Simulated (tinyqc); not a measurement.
# From one set of inputs to another, one input at a time

Model: two-step dopant diffusion (predeposition and drive-in) with a constant diffusivity. Computed by tinyqc, a small Python program. Command: `OMP_NUM_THREADS=1 python tinyqc.py 3012893 3012894 out.jsonl dopdiff ladder`. One thread of a shared host (Intel(R) Xeon(R) Processor @ 2.30GHz), about 0.04 s of CPU time with the checks.

Fick diffusion into a half space x > 0 whose background doping C_B is of the opposite type, so that a junction lies where C = C_B.

The inputs printed are set A. Set A is modelled on antimony in silicon; the values taken over come from a set modelled on aluminium in silicon. Inputs not listed in the table keep their values of set A, so the rows need not describe a real material.

Inputs (values chosen for the exercise, modelled on antimony in silicon): prefactor D0 = 3.96 cm^2/s; activation energy E = 3.84 eV; surface concentration C_s = 4.8e+18 1/cm^3; background doping C_B = 3.8e+15 1/cm^3; predeposition temperature T1 = 900 C; predeposition time t1 = 60 min; drive-in temperature T2 = 1000 C; drive-in time t2 = 20 min; mean mobility in the layer mu = 200 cm^2/(V s).

Furnace ramps of the drive-in: none.

Constants: k_B = 8.617333262e-05 eV/K; e = 1.602176634e-19 C.

Method:
- D = D0 exp(-E/(k_B T)).
- Temperatures in kelvin are T(C) + 273.15.
- Times in seconds are 60 times the minutes.
- (Dt)2 = D2 t2, t2 in seconds.
- C = C_s erfc(x/(2 sqrt(D1 t1))); dose Q = 2 C_s sqrt(D1 t1/pi); the junction solves erfc(z) = C_B/C_s with x_j = 2 z sqrt(D1 t1).
- With a sealed surface and a thin source, C = Q/sqrt(pi (Dt)2) exp(-x^2/(4 (Dt)2)); x_j = 2 sqrt((Dt)2 ln(C(0)/C_B)); gradient at the junction |dC/dx| = C_B x_j/(2 (Dt)2).
- Net dose Q_net = Q erf(x_j/(2 sqrt((Dt)2))) - C_B x_j; R_s = 1/(e mu Q_net), with every dopant ionised and one mobility.

Each row keeps all changes above it:
```
input moved                                               from          to  junction depth x_j (um)  sheet resistance R_s (Gaussian) (ohm/square)  dose Q (1/cm^2)
set A                                                        -           -                   0.0830                                          8626       3.6517e+12
mean mobility in the layer mu (cm^2/(V s))                 200          78                   0.0830                                         22119       3.6517e+12
prefactor D0 (cm^2/s) and activation energy E (eV)  3.96, 3.84  1.31, 3.38                   0.3942                                          3947       2.0434e+13
predeposition time t1 (min)                                 60          20                   0.3755                                          6873       1.1797e+13
drive-in time t2 (min)                                      20          90                   0.7388                                          6965       1.1797e+13
drive-in temperature T2 (C)                               1000        1100                   1.9742                                          7307       1.1797e+13
background doping C_B (1/cm^3)                         3.8e+15     1.3e+15                   2.2563                                          6973       1.1797e+13
surface concentration C_s (1/cm^3)                     4.8e+18     6.1e+18                   2.3146                                          5457       1.4993e+13
```

Where does the difference come from?

Junction depth x_j goes from 0.0830 to 2.31, a factor 27.9 in all. The largest single move comes from prefactor D0 with activation energy E (a factor 4.75). Sheet resistance R_s (Gaussian) goes from 8630 to 5460, a factor 0.633 in all. The largest single move comes from prefactor D0 with activation energy E (a factor 0.178), and mean mobility in the layer mu works against it (a factor 2.56). Dose Q goes from 3.65e12 to 1.50e13, a factor 4.11 in all. The largest single move comes from prefactor D0 with activation energy E (a factor 5.60), and predeposition time t1 works against it (a factor 0.577). The single moves hold for this order of the switches; the total does not depend on the order.

Caution (rows set A, mean mobility in the layer mu, prefactor D0, predeposition time t1): the drive-in budget is under fifteen times D1 t1, so the source is not thin and the Gaussian junction is too shallow. Caution (all rows): C_s exceeds the intrinsic carrier density of silicon at the predeposition temperature (2e18 to 1e19 per cm^3), where real diffusivities rise with concentration and profiles turn box-like.

Extremes, crossings and ranges named in words are read from the listed rows.
